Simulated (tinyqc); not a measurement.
Inside a calculation. Method: RKS/BLYP in the sto-6g basis, for BeH+, spin multiplicity 1. Computed by tinyqc, a small Python program that keeps every step (integrals from PySCF). Settings: charge = 1, multiplicity = 1, basis = sto-6g, energy threshold = 1e-09, iteration cap = 81, orthogonalisation = symmetric, start = core, DIIS depth = 8, damping = 0.5, shift = 1.0, method = RKS, functional = blyp, grid = [15, 50]. Command: `OMP_NUM_THREADS=1 python tinyqc.py 28393 28394 out.jsonl` (the two numbers bound the seeds that draw the settings). One thread of a shared host (Intel(R) Xeon(R) Processor @ 2.60GHz), about 0.8 s of CPU time with the checks. Later iterations appear only in the table of the cycle.

## One-electron integrals

Geometry (angstrom):
```
atom        x        y        z
Be    0.00000  0.00000  0.00000
H     0.00000  0.00000  1.47700
```

Basis sto-6g: exponents (1/bohr^2) and contraction coefficients of normalised primitives:
```
element  l (shell)   exponent  coefficient
Be           s (1)  312.87049      0.00916
Be           s (1)   57.36446      0.04936
Be           s (1)   16.04851      0.16854
Be           s (1)    5.51310      0.37056
Be           s (1)    2.14090      0.41649
Be           s (1)    0.88174      0.13033
Be           s (2)   13.63325     -0.01325
Be           s (2)    2.69838     -0.04699
Be           s (2)    0.83865     -0.03379
Be           s (2)    0.32266      0.25024
Be           s (2)    0.14013      0.59512
Be           s (2)    0.06423      0.24071
Be           p (3)   13.63325      0.00376
Be           p (3)    2.69838      0.03768
Be           p (3)    0.83865      0.17390
Be           p (3)    0.32266      0.41804
Be           p (3)    0.14013      0.42586
Be           p (3)    0.06423      0.10171
H            s (1)   35.52322      0.00916
H            s (1)    6.51314      0.04936
H            s (1)    1.82214      0.16854
H            s (1)    0.62596      0.37056
H            s (1)    0.24308      0.41649
H            s (1)    0.10011      0.13033
```

Overlap, kinetic and nuclear-attraction integrals over the contracted functions; the nuclear repulsion is the sum of Za Zb / Rab.

nuclear repulsion = 1.4331136 hartree

overlap S, order 1Be 1s, 1Be 2s, 1Be 2px, 1Be 2py, 1Be 2pz, 2H 1s:
```
[[1.00000, 0.25476, 0.00000, 0.00000, 0.00000, 0.05318],
 [0.25476, 1.00000, 0.00000, 0.00000, 0.00000, 0.40673],
 [0.00000, 0.00000, 1.00000, 0.00000, 0.00000, 0.00000],
 [0.00000, 0.00000, 0.00000, 1.00000, 0.00000, 0.00000],
 [0.00000, 0.00000, 0.00000, 0.00000, 1.00000, 0.48380],
 [0.05318, 0.40673, 0.00000, 0.00000, 0.48380, 1.00000]]
```

kinetic energy T (hartree), order 1Be 1s, 1Be 2s, 1Be 2px, 1Be 2py, 1Be 2pz, 2H 1s:
```
[[6.76875, -0.20738, 0.00000, 0.00000, 0.00000, -0.01343],
 [-0.20738, 0.22012, 0.00000, 0.00000, 0.00000, 0.04976],
 [0.00000, 0.00000, 0.66127, 0.00000, 0.00000, 0.00000],
 [0.00000, 0.00000, 0.00000, 0.66127, 0.00000, 0.00000],
 [0.00000, 0.00000, 0.00000, 0.00000, 0.66127, 0.15084],
 [-0.01343, 0.04976, 0.00000, 0.00000, 0.15084, 0.76852]]
```

nuclear attraction V (hartree), order 1Be 1s, 1Be 2s, 1Be 2px, 1Be 2py, 1Be 2pz, 2H 1s:
```
[[-15.07307, -1.74201, 0.00000, 0.00000, -0.01560, -0.39975],
 [-1.74201, -2.64252, 0.00000, 0.00000, -0.13219, -1.05287],
 [0.00000, 0.00000, -2.60884, 0.00000, 0.00000, 0.00000],
 [0.00000, 0.00000, 0.00000, -2.60884, 0.00000, 0.00000],
 [-0.01560, -0.13219, 0.00000, 0.00000, -2.70960, -1.24019],
 [-0.39975, -1.05287, 0.00000, 0.00000, -1.24019, -2.66637]]
```

core Hamiltonian H = T + V (hartree), order 1Be 1s, 1Be 2s, 1Be 2px, 1Be 2py, 1Be 2pz, 2H 1s:
```
[[-8.30432, -1.94939, 0.00000, 0.00000, -0.01560, -0.41318],
 [-1.94939, -2.42240, 0.00000, 0.00000, -0.13219, -1.00312],
 [0.00000, 0.00000, -1.94757, 0.00000, 0.00000, 0.00000],
 [0.00000, 0.00000, 0.00000, -1.94757, 0.00000, 0.00000],
 [-0.01560, -0.13219, 0.00000, 0.00000, -2.04834, -1.08935],
 [-0.41318, -1.00312, 0.00000, 0.00000, -1.08935, -1.89785]]
```

## Two-electron integrals

Functions are numbered as in S; the eight-fold symmetry (ij|kl) = (ji|kl) = (kl|ij) leaves the list below.

Two-electron integrals (ij|kl) in chemists' order, unique and non-zero (hartree):
```
(11|11) 2.30000   (21|11) 0.36188   (21|21) 0.07193   (22|11) 0.57033
(22|21) 0.13965   (22|22) 0.41777   (31|31) 0.01525   (32|31) 0.02255
(32|32) 0.09234   (33|11) 0.57033   (33|21) 0.13965   (33|22) 0.41777
(33|33) 0.45012   (41|41) 0.01525   (42|41) 0.02255   (42|42) 0.09234
(43|43) 0.02426   (44|11) 0.57033   (44|21) 0.13965   (44|22) 0.41777
(44|33) 0.40160   (44|44) 0.45012   (51|51) 0.01525   (52|51) 0.02255
(52|52) 0.09234   (53|53) 0.02426   (54|54) 0.02426   (55|11) 0.57033
(55|21) 0.13965   (55|22) 0.41777   (55|33) 0.40160   (55|44) 0.40160
(55|55) 0.45012   (61|11) 0.07754   (61|21) 0.01497   (61|22) 0.02896
(61|33) 0.02873   (61|44) 0.02873   (61|51) 0.00148   (61|52) 0.00288
(61|55) 0.02944   (61|61) 0.00330   (62|11) 0.18905   (62|21) 0.04704
(62|22) 0.15352   (62|33) 0.14770   (62|44) 0.14770   (62|51) 0.00656
(62|52) 0.03883   (62|55) 0.16516   (62|61) 0.01084   (62|62) 0.08455
(63|31) 0.00450   (63|32) 0.02056   (63|53) 0.00671   (63|63) 0.00767
(64|41) 0.00450   (64|42) 0.02056   (64|54) 0.00671   (64|64) 0.00767
(65|11) 0.20433   (65|21) 0.05148   (65|22) 0.17552   (65|33) 0.16521
(65|44) 0.16521   (65|51) 0.01059   (65|52) 0.06049   (65|55) 0.19613
(65|61) 0.01244   (65|62) 0.10992   (65|65) 0.14740   (66|11) 0.35639
(66|21) 0.09047   (66|22) 0.32982   (66|33) 0.30609   (66|44) 0.30609
(66|51) 0.01471   (66|52) 0.11230   (66|55) 0.37728   (66|61) 0.02155
(66|62) 0.23166   (66|65) 0.31950   (66|66) 0.77500
```

## Orthogonalisation

S = U s U^T; symmetric (Loewdin) form X = U s^(-1/2) U^T, so that X^T S X = 1.

eigenvalues of S: [0.35709, 0.79787, 1.00000, 1.00000, 1.17429, 1.67074]

X, order 1Be 1s, 1Be 2s, 1Be 2px, 1Be 2py, 1Be 2pz, 2H 1s:
```
[[1.02652, -0.14139, 0.00000, 0.00000, -0.00991, 0.02083],
 [-0.14139, 1.11914, 0.00000, 0.00000, 0.10887, -0.28435],
 [0.00000, 0.00000, 1.00000, 0.00000, 0.00000, 0.00000],
 [0.00000, 0.00000, 0.00000, 1.00000, 0.00000, 0.00000],
 [-0.00991, 0.10887, 0.00000, 0.00000, 1.12666, -0.33202],
 [0.02083, -0.28435, 0.00000, 0.00000, -0.33202, 1.21710]]
```

## Starting guess

The start is the orbitals of the core Hamiltonian; D = 2 C_occ C_occ^T.

D at the start, order 1Be 1s, 1Be 2s, 1Be 2px, 1Be 2py, 1Be 2pz, 2H 1s:
```
[[2.09121, -0.32573, 0.00000, 0.00000, -0.21061, -0.02195],
 [-0.32573, 1.10533, 0.00000, 0.00000, 0.87247, 0.16298],
 [0.00000, 0.00000, 0.00000, 0.00000, 0.00000, 0.00000],
 [0.00000, 0.00000, 0.00000, 0.00000, 0.00000, 0.00000],
 [-0.21061, 0.87247, 0.00000, 0.00000, 0.68975, 0.12926],
 [-0.02195, 0.16298, 0.00000, 0.00000, 0.12926, 0.02437]]
```

## Iteration 1: exchange-correlation on the grid

Becke grid with 15 radial and 50 angular points per atom, points of zero weight dropped. rho = sum D_ij phi_i phi_j; V_xc,ij = sum w v_xc phi_i phi_j plus the gradient terms; v_xc is d(rho eps)/d rho at fixed gradient.

The 8 grid points with the largest w rho, of 1491 (bohr, atomic units):
```
x                y        z        w      rho  |grad rho|^2    eps_xc      v_xc
0.00000   -1.44661  1.44661  0.76046  0.03831       0.00276  -0.29607  -0.35199
1.44661    0.00000  1.44661  0.76046  0.03831       0.00276  -0.29607  -0.35199
-1.44661   0.00000  1.44661  0.76046  0.03831       0.00276  -0.29607  -0.35199
0.00000    1.44661  1.44661  0.76046  0.03831       0.00276  -0.29607  -0.35199
0.42212   -0.42212  1.26635  0.26438  0.09954       0.00658  -0.38257  -0.48985
-0.42212  -0.42212  1.26635  0.26438  0.09954       0.00658  -0.38257  -0.48985
0.42212    0.42212  1.26635  0.26438  0.09954       0.00658  -0.38257  -0.48985
-0.42212   0.42212  1.26635  0.26438  0.09954       0.00658  -0.38257  -0.48985
```

electrons on the grid, sum of w rho = 4.00266

E_xc = sum of w rho eps_xc = -2.9472443 hartree

V_xc (hartree), order 1Be 1s, 1Be 2s, 1Be 2px, 1Be 2py, 1Be 2pz, 2H 1s:
```
[[-1.50705, -0.19038, 0.00000, 0.00000, -0.00879, -0.04436],
 [-0.19038, -0.27494, 0.00000, 0.00000, -0.07856, -0.13540],
 [0.00000, 0.00000, -0.26575, 0.00000, 0.00000, 0.00000],
 [0.00000, 0.00000, 0.00000, -0.26575, 0.00000, 0.00000],
 [-0.00879, -0.07856, 0.00000, 0.00000, -0.29334, -0.16850],
 [-0.04436, -0.13540, 0.00000, 0.00000, -0.16850, -0.32624]]
```

## Iteration 1: building the Kohn-Sham matrix

J_ij = sum D_kl (ij|kl); F = H + J + V_xc; E = tr D H + tr D J / 2 + E_xc + E_nn.

Coulomb J (hartree), order 1Be 1s, 1Be 2s, 1Be 2px, 1Be 2py, 1Be 2pz, 2H 1s:
```
[[5.71753, 0.99079, 0.00000, 0.00000, 0.03810, 0.21625],
 [0.99079, 1.95382, 0.00000, 0.00000, 0.18253, 0.77443],
 [0.00000, 0.00000, 1.93753, 0.00000, 0.00000, 0.00000],
 [0.00000, 0.00000, 0.00000, 1.93753, 0.00000, 0.00000],
 [0.03810, 0.18253, 0.00000, 0.00000, 1.98639, 0.90530],
 [0.21625, 0.77443, 0.00000, 0.00000, 0.90530, 1.67693]]
```

Kohn-Sham matrix F (hartree), order 1Be 1s, 1Be 2s, 1Be 2px, 1Be 2py, 1Be 2pz, 2H 1s:
```
[[-4.09384, -1.14899, 0.00000, 0.00000, 0.01371, -0.24129],
 [-1.14899, -0.74352, 0.00000, 0.00000, -0.02822, -0.36408],
 [0.00000, 0.00000, -0.27578, 0.00000, 0.00000, 0.00000],
 [0.00000, 0.00000, 0.00000, -0.27578, 0.00000, 0.00000],
 [0.01371, -0.02822, 0.00000, 0.00000, -0.35529, -0.35255],
 [-0.24129, -0.36408, 0.00000, 0.00000, -0.35255, -0.54716]]
```

total energy of this density = -14.7308524 hartree

This density is the starting one.

## Iteration 1: diagonalisation and new density

A level shift of 1 hartree raises the virtual space: F + shift (S - S D(s) S), with D(s) the density of one spin (D/2). Diagonalise F' = X^T F X, C = X C', fill 2 alpha and 2 beta electrons from the bottom; D = 2 C_occ C_occ^T; the new density keeps 0.5 of the old one (damping). Each column has its largest component positive (the first on a tie).

F' = X^T F X (hartree):
```
[[-3.99958, -0.62450, 0.00000, 0.00000, 0.04930, -0.01149],
 [-0.62450, 0.02484, 0.00000, 0.00000, -0.34275, -0.46387],
 [0.00000, 0.00000, 0.72422, 0.00000, 0.00000, 0.00000],
 [0.00000, 0.00000, 0.00000, 0.72422, 0.00000, 0.00000],
 [0.04930, -0.34275, 0.00000, 0.00000, 0.43347, -0.45484],
 [-0.01149, -0.46387, 0.00000, 0.00000, -0.45484, 0.45076]]
```

orbital energies (hartree): [-4.09575, -0.51925, 0.61101, 0.72422, 0.72422, 0.91348]

coefficients C, order 1Be 1s, 1Be 2s, 1Be 2px, 1Be 2py, 1Be 2pz, 2H 1s:
```
[[0.99327, -0.20193, -0.20694, 0.00000, 0.00000, 0.06397],
 [0.02551, 0.64968, 0.83574, 0.00000, 0.00000, -0.49393],
 [0.00000, 0.00000, 0.00000, 0.91680, 0.39935, 0.00000],
 [0.00000, 0.00000, 0.00000, -0.39935, 0.91680, 0.00000],
 [0.00360, 0.45846, -0.51500, 0.00000, 0.00000, -0.95715],
 [-0.00127, 0.31192, -0.37636, 0.00000, 0.00000, 1.19746]]
```

D after iteration 1, order 1Be 1s, 1Be 2s, 1Be 2px, 1Be 2py, 1Be 2pz, 2H 1s:
```
[[2.07297, -0.26871, 0.00000, 0.00000, -0.19431, -0.07522],
 [-0.26871, 0.97540, 0.00000, 0.00000, 0.73418, 0.28410],
 [0.00000, 0.00000, 0.00000, 0.00000, 0.00000, 0.00000],
 [0.00000, 0.00000, 0.00000, 0.00000, 0.00000, 0.00000],
 [-0.19431, 0.73418, 0.00000, 0.00000, 0.55507, 0.20762],
 [-0.07522, 0.28410, 0.00000, 0.00000, 0.20762, 0.10948]]
```

Within a degenerate level the vectors are fixed only up to a rotation; this is one choice.

## Iteration 2: exchange-correlation on the grid

As before.

The 8 grid points with the largest w rho, of 1491 (bohr, atomic units):
```
x                y        z        w      rho  |grad rho|^2    eps_xc      v_xc
0.00000   -1.44661  1.44661  0.76046  0.03593       0.00238  -0.29033  -0.34472
1.44661    0.00000  1.44661  0.76046  0.03593       0.00238  -0.29033  -0.34472
-1.44661   0.00000  1.44661  0.76046  0.03593       0.00238  -0.29033  -0.34472
0.00000    1.44661  1.44661  0.76046  0.03593       0.00238  -0.29033  -0.34472
0.42212   -0.42212  1.26635  0.26438  0.09217       0.00487  -0.37277  -0.47851
-0.42212  -0.42212  1.26635  0.26438  0.09217       0.00487  -0.37277  -0.47851
0.42212    0.42212  1.26635  0.26438  0.09217       0.00487  -0.37277  -0.47851
-0.42212   0.42212  1.26635  0.26438  0.09217       0.00487  -0.37277  -0.47851
```

electrons on the grid, sum of w rho = 4.00280

E_xc = sum of w rho eps_xc = -2.9304003 hartree

V_xc (hartree), order 1Be 1s, 1Be 2s, 1Be 2px, 1Be 2py, 1Be 2pz, 2H 1s:
```
[[-1.50422, -0.18945, 0.00000, 0.00000, -0.00813, -0.04406],
 [-0.18945, -0.26888, 0.00000, 0.00000, -0.08022, -0.13933],
 [0.00000, 0.00000, -0.25921, 0.00000, 0.00000, 0.00000],
 [0.00000, 0.00000, 0.00000, -0.25921, 0.00000, 0.00000],
 [-0.00813, -0.08022, 0.00000, 0.00000, -0.28825, -0.17635],
 [-0.04406, -0.13933, 0.00000, 0.00000, -0.17635, -0.36420]]
```

## Iteration 2: building the Kohn-Sham matrix

As before.

Coulomb J (hartree), order 1Be 1s, 1Be 2s, 1Be 2px, 1Be 2py, 1Be 2pz, 2H 1s:
```
[[5.66582, 0.98100, 0.00000, 0.00000, 0.03670, 0.21412],
 [0.98100, 1.93847, 0.00000, 0.00000, 0.18586, 0.77990],
 [0.00000, 0.00000, 1.91935, 0.00000, 0.00000, 0.00000],
 [0.00000, 0.00000, 0.00000, 1.91935, 0.00000, 0.00000],
 [0.03670, 0.18586, 0.00000, 0.00000, 1.97673, 0.91744],
 [0.21412, 0.77990, 0.00000, 0.00000, 0.91744, 1.72636]]
```

Kohn-Sham matrix F (hartree), order 1Be 1s, 1Be 2s, 1Be 2px, 1Be 2py, 1Be 2pz, 2H 1s:
```
[[-4.14271, -1.15784, 0.00000, 0.00000, 0.01297, -0.24312],
 [-1.15784, -0.75281, 0.00000, 0.00000, -0.02655, -0.36254],
 [0.00000, 0.00000, -0.28743, 0.00000, 0.00000, 0.00000],
 [0.00000, 0.00000, 0.00000, -0.28743, 0.00000, 0.00000],
 [0.01297, -0.02655, 0.00000, 0.00000, -0.35986, -0.34827],
 [-0.24312, -0.36254, 0.00000, 0.00000, -0.34827, -0.53569]]
```

total energy of this density = -14.7972626 hartree

This density is a damped mixture and is not idempotent.

## Iteration 2: DIIS over 2 matrices

error matrix X^T (FDS - SDF) X:
```
[[0.00000, 0.13932, 0.00000, 0.00000, -0.10012, -0.10190],
 [-0.13932, 0.00000, 0.00000, 0.00000, -0.08830, 0.23724],
 [0.00000, 0.00000, 0.00000, 0.00000, 0.00000, 0.00000],
 [0.00000, 0.00000, 0.00000, 0.00000, 0.00000, 0.00000],
 [0.10012, 0.08830, 0.00000, 0.00000, 0.00000, 0.24916],
 [0.10190, -0.23724, 0.00000, 0.00000, -0.24916, 0.00000]]
```

B (overlaps of the stored error matrices):
```
[[6.0705098e-01, 4.4449147e-01],
 [4.4449147e-01, 3.3196019e-01]]
```

Minimise |sum c_i e_i|^2 with sum c_i = 1: solve [B -1; -1 0][c; lambda] = [0; -1] with B_ij = tr e_i^T e_j, and take F = sum c_i F_i.

DIIS coefficients: [-2.24936, 3.24936]

extrapolated F (hartree), order 1Be 1s, 1Be 2s, 1Be 2px, 1Be 2py, 1Be 2pz, 2H 1s:
```
[[-4.25266, -1.17775, 0.00000, 0.00000, 0.01131, -0.24723],
 [-1.17775, -0.77370, 0.00000, 0.00000, -0.02279, -0.35908],
 [0.00000, 0.00000, -0.31362, 0.00000, 0.00000, 0.00000],
 [0.00000, 0.00000, 0.00000, -0.31362, 0.00000, 0.00000],
 [0.01131, -0.02279, 0.00000, 0.00000, -0.37015, -0.33864],
 [-0.24723, -0.35908, 0.00000, 0.00000, -0.33864, -0.50987]]
```

## Iteration 2: diagonalisation and new density

As before.

F' = X^T F X (hartree):
```
[[-4.15615, -0.64417, 0.00000, 0.00000, 0.05256, -0.00153],
 [-0.64417, 0.01748, 0.00000, 0.00000, -0.30810, -0.49491],
 [0.00000, 0.00000, 0.68638, 0.00000, 0.00000, 0.00000],
 [0.00000, 0.00000, 0.00000, 0.68638, 0.00000, 0.00000],
 [0.05256, -0.30810, 0.00000, 0.00000, 0.44669, -0.46370],
 [-0.00153, -0.49491, 0.00000, 0.00000, -0.46370, 0.42247]]
```

orbital energies (hartree): [-4.25454, -0.53408, 0.59088, 0.68638, 0.68638, 0.92823]

coefficients C, order 1Be 1s, 1Be 2s, 1Be 2px, 1Be 2py, 1Be 2pz, 2H 1s:
```
[[0.99361, -0.19796, -0.20363, 0.00000, 0.00000, 0.07975],
 [0.02460, 0.63778, 0.80799, 0.00000, 0.00000, -0.55222],
 [0.00000, 0.00000, 0.00000, -0.61272, 0.79030, 0.00000],
 [0.00000, 0.00000, 0.00000, 0.79030, 0.61272, 0.00000],
 [0.00172, 0.42542, -0.56140, 0.00000, 0.00000, -0.94626],
 [-0.00260, 0.34789, -0.32276, 0.00000, 0.00000, 1.20318]]
```

D after iteration 2, order 1Be 1s, 1Be 2s, 1Be 2px, 1Be 2py, 1Be 2pz, 2H 1s:
```
[[2.06293, -0.23617, 0.00000, 0.00000, -0.17966, -0.10906],
 [-0.23617, 0.89507, 0.00000, 0.00000, 0.63845, 0.36387],
 [0.00000, 0.00000, 0.00000, 0.00000, 0.00000, 0.00000],
 [0.00000, 0.00000, 0.00000, 0.00000, 0.00000, 0.00000],
 [-0.17966, 0.63845, 0.00000, 0.00000, 0.45852, 0.25180],
 [-0.10906, 0.36387, 0.00000, 0.00000, 0.25180, 0.17577]]
```

Within a degenerate level the vectors are fixed only up to a rotation; this is one choice.

## Convergence

Stop when the energy changes by less than 1e-09 hartree and every element of the error matrix X^T (F D S - S D F) X is below 9e-06.

Course of the cycle:
```
iteration  E (hartree)     change  largest element of the error matrix
1          -14.7308524          -                             3.09e-01
2          -14.7972626  -6.64e-02                             2.49e-01
3          -14.8370290  -3.98e-02                             2.02e-01
4          -14.8581230  -2.11e-02                             1.72e-01
5          -14.8726227  -1.45e-02                             1.47e-01
6          -14.8859661  -1.33e-02                             1.14e-01
7          -14.8951342  -9.17e-03                             8.48e-02
8          -14.9003999  -5.27e-03                             6.35e-02
9          -14.9035978  -3.20e-03                             4.58e-02
10         -14.9047305  -1.13e-03                             4.13e-02
11         -14.9046307   9.98e-05                             4.42e-02
12         -14.9056456  -1.01e-03                             3.60e-02
13         -14.9063336  -6.88e-04                             2.94e-02
14         -14.9068113  -4.78e-04                             2.39e-02
...                ...        ...                                  ...
68         -14.9082578  -1.45e-07                             7.71e-04
69         -14.9082579  -1.27e-07                             7.24e-04
70         -14.9082580  -1.12e-07                             6.80e-04
71         -14.9082581  -9.89e-08                             6.38e-04
72         -14.9082582  -8.72e-08                             5.99e-04
73         -14.9082583  -7.68e-08                             5.62e-04
74         -14.9082584  -6.76e-08                             5.27e-04
75         -14.9082584  -5.96e-08                             4.95e-04
76         -14.9082585  -5.25e-08                             4.65e-04
77         -14.9082585  -4.62e-08                             4.36e-04
78         -14.9082586  -4.07e-08                             4.09e-04
79         -14.9082586  -3.59e-08                             3.84e-04
80         -14.9082586  -3.16e-08                             3.60e-04
81         -14.9082587  -2.78e-08                             3.38e-04
```

PySCF RKS in the same basis, fine grid = -14.9027690 hartree

Not converged within the cap of 81 iterations: the residual falls steadily but slowly, by a factor of about 0.94 a step. Reruns (cap 100 unless said): DIIS 8: converged in 8; damping 0.5: converged in 88; level shift 0.5: converged in 23; atomic densities as start, DIIS 8: converged in 7; the original settings with a cap of 400: converged in 138.
